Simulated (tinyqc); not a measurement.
Classical Heisenberg spin chain: exact results, Metropolis, heat-bath and over-relaxation steps, and a Monte Carlo run: one step, computed by the program tinyqc. Command: `OMP_NUM_THREADS=1 python tinyqc.py 3130301 3130302 out.jsonl heismc walk`. One thread of a shared host (Intel(R) Xeon(R) Processor @ 2.30GHz), about 0.2 s of CPU time with the checks.

E = -J sum_i s_i . s_(i+1) for unit vectors s_i on an open chain; K = J/(k_B T).

Problem. Exact results. Each bond angle is independent, so u = <s_i . s_(i+1)> = coth K - 1/K, <s_i . s_(i+n)> = u^n, correlation length xi = -1/ln|u|, energy per bond -J u, heat capacity per bond c/k_B = 1 - K^2/sinh^2 K, and for the long chain chi = mu^2 (1 + u)/(3 k_B T (1 - u)) per spin.

Inputs (values chosen for the exercise, for a model chain of large moments): coupling J = -34 meV; temperature T = 978 K; moment mu = 7 mu_B.

Constants: k_B = 8.617333262e-05 eV/K; mu_B = 5.7883818060e-05 eV/T.

Give: K; u; xi; energy per bond; heat capacity; chi over the Curie value; chi.

Solution.

K = -0.4034

u = -0.1330

xi = 0.4958 sites

energy per bond = -4.523 meV

heat capacity = 0.05253 k_B/bond

chi over the Curie value = 0.7652

chi = 0.008584 mu_B/T per spin

For |K| << 1, u = K/3 = -0.1345.
